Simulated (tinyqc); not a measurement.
From results back to parameters: six-band Luttinger-Kohn model with strain. Two cases, with inputs chosen for the exercise.

Problem. A layer on a (001) face has exx = eyy = e_par and ezz = -2 (C12/C11) e_par. Its valence edges are E(HH) = -P - Q and E(LH), E(SO) = -P + (Q - Dso +/- sqrt(Dso^2 + 2 Dso Q + 9 Q^2))/2 with P = -av tr(e), Q = -(b/2)(exx + eyy - 2 ezz), counted from the unstrained top.

Find: ezz; P; Q; av; b.

Method. The three edges add up to -3 P - Dso, which gives P; E(HH) then gives Q; av = -P/tr(e) and b = -Q/(e_par - ezz).

Case 1.

Values chosen (near those of Ge; not measured data):
- Dso = 0.283 eV (spin-orbit splitting)
- C11 = 124.4 GPa
- C12 = 48.9 GPa
- e_par = 0.0113 (in-plane strain of a (001) layer)

E(HH), E(LH), E(SO) (eV): -0.0352188  0.0823630  -0.2820002

Solution.

ezz = -0.008884
P = -0.01605 eV
Q = 0.05127 eV
av = 1.17 eV
b = -2.54 eV

Case 2.

Values chosen (near those of GaSb; not measured data):
- Dso = 0.757 eV (spin-orbit splitting)
- C11 = 86.7 GPa
- C12 = 39 GPa
- e_par = -0.0148 (in-plane strain of a (001) layer)

E(HH), E(LH), E(SO) (eV): 0.0418697  -0.0602648  -0.7791548

Solution.

ezz = 0.013315
P = 0.01352 eV
Q = -0.05539 eV
av = 0.83 eV
b = -1.97 eV

Computed by tinyqc, one run a case: `OMP_NUM_THREADS=1 python tinyqc.py N N+1 out.jsonl` with N = 1080389, 1080393; one thread of a shared Intel(R) Xeon(R) Processor @ 2.30GHz, about 0.06 s a run at most.
